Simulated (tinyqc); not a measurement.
Moving the second set by strain or alloying: electrons shared among three sets of ellipsoidal valleys.

F_j(eta) = (1/Gamma(j + 1)) integral_0^infinity x^j dx/(1 + exp(x - eta)), which tends to exp(eta) for eta << 0.

Sets L, Gamma, Delta: N_i = M_i times N = 2 (m kB T/(4 pi c))^(3/2) with c = hbar^2/2m0, in 1/angstrom^3; times 1e24 for 1/cm^3, m = (ml mt^2)^(1/3); n = sum_i N_i F_1/2((EF - dE_i)/kT), energies from the edge of the first set; mu_drift = sum of share times mobility.

Constants: hbar^2/2m0 = 3.80998211 eV angstrom^2; kB = 8.617333262e-05 eV/K.

Inputs chosen for the exercise (masses and offsets near those of Ge; mobilities are free inputs, held fixed; not measured data): dE = (0, 0.136, 0.205) eV (edges of L, Gamma, Delta above the first); M = (4, 1, 6) (valleys in each set); ml = (1.562, 0.041, 0.941) m0 (longitudinal masses of L, Gamma, Delta); mt = (0.0847, 0.041, 0.2093) m0 (transverse masses); mu = (3600, 18000, 1200) cm^2/(V s) (mobility of each set); n = 1.1e+16 1/cm^3 (total electron density); T = 77 K.

The second entry of dE is replaced by the values listed; a negative value puts that set lowest.

Populations:

| offset (eV) | EF (eV) | share L | share Gamma | share Delta | mu_drift |
|---|---|---|---|---|---|
| -0.100 | -0.1050 | 0.0000 | 1.0000 | 0.0000 | 18000 |
| -0.050 | -0.0553 | 0.0303 | 0.9697 | 0.0000 | 17563 |
| 0.000 | -0.0322 | 0.9808 | 0.0192 | 0.0000 | 3877 |
| 0.025 | -0.0321 | 0.9995 | 0.0005 | 0.0000 | 3607 |
| 0.050 | -0.0321 | 1.0000 | 0.0000 | 0.0000 | 3600 |
| 0.100 | -0.0321 | 1.0000 | 0.0000 | 0.0000 | 3600 |
| 0.150 | -0.0321 | 1.0000 | 0.0000 | 0.0000 | 3600 |
| 0.200 | -0.0321 | 1.0000 | 0.0000 | 0.0000 | 3600 |
| 0.300 | -0.0321 | 1.0000 | 0.0000 | 0.0000 | 3600 |

What does the comparison show?

The share of L goes from 0.000 to 1.000 and the mean mobility from 18000 to 3600 cm^2/(V s). L and Gamma hold equal numbers between offset = -0.05 and 0 eV. The share of Delta is at most 1.1e-13. With Boltzmann statistics the first two sets are equal at kT ln(N_2/N_1) = -0.0261 eV.

Program tinyqc; command `OMP_NUM_THREADS=1 python tinyqc.py 1680332 1680333 out.jsonl`; about 0.01 s on one thread of a shared Intel(R) Xeon(R) Processor @ 2.30GHz.
